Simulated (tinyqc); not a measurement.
# Changing the grain radius R

Model: competing polymorphs of an oxide film: bulk, surface, grain-boundary, dopant and field terms. Computed by tinyqc, a small Python program. Command: `OMP_NUM_THREADS=1 python tinyqc.py 3011651 3011652 out.jsonl polymorph sweep`. One thread of a shared host (Intel(R) Xeon(R) Processor @ 2.30GHz), about 0.01 s of CPU time with the checks.

Phases: monoclinic m (reference), polar orthorhombic o, tetragonal t. Free energies per formula unit (f.u.); 1 J/m^2 x angstrom^3/nm = 6.241509 meV.

Inputs (values chosen for the exercise, for a model oxide):

| quantity | value | unit |
|---|---|---|
| energy of the polar phase o over m | 47 | meV/f.u. |
| energy of the tetragonal phase t over m | 128 | meV/f.u. |
| entropy of o over m | 0.004 | meV/(f.u. K) |
| entropy of t over m | 0.057 | meV/(f.u. K) |
| surface energy of m | 3.32 | J/m^2 |
| surface energy of o | 2.8 | J/m^2 |
| surface energy of t | 2.65 | J/m^2 |
| volume per formula unit Omega | 35.3 | angstrom^3 |
| film thickness h | 21 | nm |
| temperature T | 1100 | K |
| dopant content x | 5.1 | % |
| shift of o per % of dopant | -3.1 | meV/f.u. |
| shift of t per % of dopant | -15 | meV/f.u. |
| interlayer thickness (SiO2) | 0.66 | nm |

Geometry: free particles.

permittivities of m, o, t: 20  30  40

Method:
- Bulk term b = H - T S + (shift) x, zero for m. The undoped bulk turns from m to t at T = H_t/S_t.
- Area per volume: A = 3/R for a sphere; G = b + gamma Omega A.
- With G = b + gamma Omega A (b the bulk free energy per formula unit, A the area per volume), two phases i, j cross at A_ij = (b_j - b_i)/(Omega (gamma_i - gamma_j)); o has a window only if A_mo < A_ot.
- Grain radii are log-normal by volume with median R and width sigma; the share with A above A* is that with radius below R*, R* = 3/A* (all if A* <= 0), share = (1/2) erfc[-ln(R*/R)/(sqrt 2 sigma)]. Effective permittivity of a layer of thickness h built of such grains, taken in parallel: sum of share x eps; EOT = interlayer + 3.9 h/eps.

One run for each value:

| grain radius R (nm) | G(o) - G(m) (meV/f.u.) | G(t) - G(o) (meV/f.u.) | share of o | effective permittivity |
|---|---|---|---|---|
| 2.5 | -110.69 | -77.649 | 0 | 40 |
| 3.7 | -66.10 | -64.786 | 0 | 40 |
| 5.5 | -35.70 | -56.017 | 0 | 40 |
| 8.2 | -15.13 | -50.081 | 0 | 40 |
| 12.0 | -1.85 | -46.252 | 0 | 40 |
| 18.0 | 7.70 | -43.498 | 0 | 40 |
| 27.0 | 14.06 | -41.662 | 0 | 40 |
| 40.0 | 18.20 | -40.469 | 0 | 40 |
| 60.0 | 21.06 | -39.642 | 0 | 40 |

Over the rows, G(o) - G(m) (meV/f.u.) rises from -111 to 21.1; G(t) - G(o) (meV/f.u.) rises from -77.6 to -39.6; share of o does not change.

Caution (all rows): this is an equilibrium ranking; real films often keep the phase that nucleates first on cooling from t.

Extremes, crossings and ranges named in words are read from the listed rows.
